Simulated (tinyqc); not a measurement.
Single-domain magnet: Stoner-Wohlfarth switching, Neel-Arrhenius retention, LLG dynamics and spin torque: one step, computed by the program tinyqc.

The moment is uniform, with unit vector m; z is the easy axis. mu_0 = 1.25663706212e-6 T m/A, gamma = 1.76085963023e11 rad/(s T).

Problem. Retention at zero field. Delta = K_eff V/(k_B T); tau = exp(Delta)/f0; probability of a flip within t_w: P = 1 - exp(-t_w/tau). Wall width parameter sqrt(A/K_eff); a two-domain state costs 4 sqrt(A K_eff) times the cross-section that the wall cuts (pi d^2/4).

Inputs (values chosen for the exercise, for a model magnet): diameter d = 7 nm; exchange stiffness A = 28 pJ/m; temperature T = 300 K; attempt frequency f0 = 2 GHz; waiting time t_w = 1e-08 s.

Shape: prolate spheroid, easy axis along it.

K_eff = 183.8004 kJ/m^3

volume V = 718.3775 nm^3

Constants: k_B = 1.380649e-23 J/K.

Give: stability factor Delta; log10 of tau in s; probability of a flip; wall parameter; barrier of the wall path / k_B T.

Solution.

stability factor Delta = 31.88

log10 of tau in s = 4.544

probability of a flip = 2.861e-13

wall parameter = 12.34 nm

barrier of the wall path / k_B T = 84.31

Ten years (3.15e8 s) need Delta > 41.0 for tau alone; this element has 31.9. Coherent rotation is the cheaper path.
